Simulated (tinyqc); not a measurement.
Worked calculation: plasmons of a degenerate electron gas in the random-phase approximation. Values are carried at full precision from step to step, so a last printed digit may differ when a step is redone from the rounded ones.

Zero temperature, parabolic band: kF = (3 pi^2 n)^(1/3), EF = c kF^2/m, Ep^2 = 8 pi c e2 n/(m eb), qTF^2 = 6 pi e2 n/(eb EF), c = hbar^2/2m0, e2 = e^2/(4 pi eps0), n in 1/angstrom^3 (1e-24 per 1/cm^3).

Constants: hbar^2/2m0 = 3.80998211 eV angstrom^2; e^2/(4 pi eps0) = 14.39964547 eV angstrom; a0 (Bohr radius) = 0.5291772105 angstrom.

Inputs chosen for the exercise (mass and background constant near those of InAs; polar phonons, which mix with the plasmon in the real crystal, and the rise of the mass with filling are left out; not measured data):
```
symbol  value    unit        meaning
n       6.8e+17  1/cm^3      electron density
m       0.0262   m0          mass
eb      12.3                 background dielectric constant
q       0.0283   1/angstrom  wave vector
E       54.8     meV         energy transfer
qp      0.00229  1/angstrom  wave vector of the plasmon
```

## Scales of the gas

Also rs = (3/(4 pi n))^(1/3) m/(a0 eb).

kF = 0.027205 1/angstrom
EF = 107.62 meV
Ep = 53.940 meV
qTF = 0.011808 1/angstrom
hbar vF = 7.9122 eV angstrom
rs = 0.284

Ep/EF = 0.501. With rs below 1 the random-phase approximation is within its range. Ep lies within a factor 2 of the LO phonon of such a crystal (about 30 meV), so the real modes are coupled plasmon-phonon branches.

## The dielectric function at one point

Lindhard function: eps(q, E)/eb = 1 + (qTF/q)^2 (f1 + i f2) with z = q/(2 kF), u = E/(hbar vF q), hbar vF = 2 c kF/m; f1 = 1/2 + [h(z - u) + h(z + u)]/(8 z), h(x) = (1 - x^2) ln|(x + 1)/(x - 1)|; f2 = pi u/2 for z + u < 1, (pi/(8 z))(1 - (z - u)^2) for |z - u| < 1 < z + u, else 0. Pairs exist for c (q^2 - 2 q kF)/m < E < c (q^2 + 2 q kF)/m.

E in eV is E/1000. Give also the loss function Im(-eb/eps).

z, u: 0.5201  0.2447

f1, f2: 0.8266  0.3844

eps/eb = 1.144+0.067i
loss function = 0.051

The point lies inside the pair continuum, so eps has an imaginary part.

## The plasmon at one wave vector

Solve f1 (qTF/q)^2 = -1 above the continuum, and compare with E^2 = Ep^2 + (3/5)(hbar vF q)^2 + (c q^2/m)^2.

top of the continuum = 18.88 meV
plasmon energy = 55.76 meV
short formula = 55.74 meV

The plasmon lies 36.88 meV above the continuum and 3.4 % above Ep; the short formula errs by -0.04 %.

## Where Landau damping starts

Find qc at which the plasmon meets the top of the continuum, eps(qc, c (qc^2 + 2 qc kF)/m) = 0, and compare with Ep/(hbar vF).

qc = 0.009337 1/angstrom
qc/kF = 0.343
energy there = 86.55 meV
Ep/(hbar vF) = 0.006817 1/angstrom

The simple estimate is 0.730 times qc.

## Checks

- F-sum of the loss function at q = 1.3 qc over (pi/2) Ep^2 against 1: both 1.00.
- f1 at E = 0 and z = 0.6 against the static Lindhard function: both 0.86968.

(tinyqc, `OMP_NUM_THREADS=1 python tinyqc.py 1651059 1651060 out.jsonl`, Intel(R) Xeon(R) Processor @ 2.30GHz, 1 thread, shared host, about 0.01 s.)
